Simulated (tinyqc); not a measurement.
Piezoresistors in the (001) plane of a cubic crystal: one step of the calculation.

Plane stress in crystal axes x = [100], y = [010]. First-order piezoresistance: d rho_xx/rho = p11 sxx + p12 syy, d rho_yy/rho = p12 sxx + p11 syy, d rho_xy/rho = p44 sxy; a resistor along d = (cos th, sin th) changes by dR/R = d.(d rho/rho).d. Changes of geometry and second-order terms are left out.

Problem. Change of the resistivity tensor. As in the introduction.

Parameters, values chosen for the exercise; coefficients close to those of lightly doped p-type silicon:
```
symbol,value,unit,meaning
p11,6.98,x 1e-11/Pa,piezoresistive coefficient
p12,-1.03,x 1e-11/Pa,piezoresistive coefficient
p44,141,x 1e-11/Pa,piezoresistive coefficient
Sx,-232,MPa,stress sxx
Sy,-33,MPa,stress syy
St,61,MPa,shear stress sxy
```

Wanted: d rho/rho.

Solution.

d rho/rho (%):
```
	x	y
x	-1.585	8.601
y	8.601	0.009
```

Numbers from tinyqc (`OMP_NUM_THREADS=1 python tinyqc.py 2530146 2530147 out.jsonl`; about 0.01 s on one thread of a shared Intel Xeon 2.30GHz).
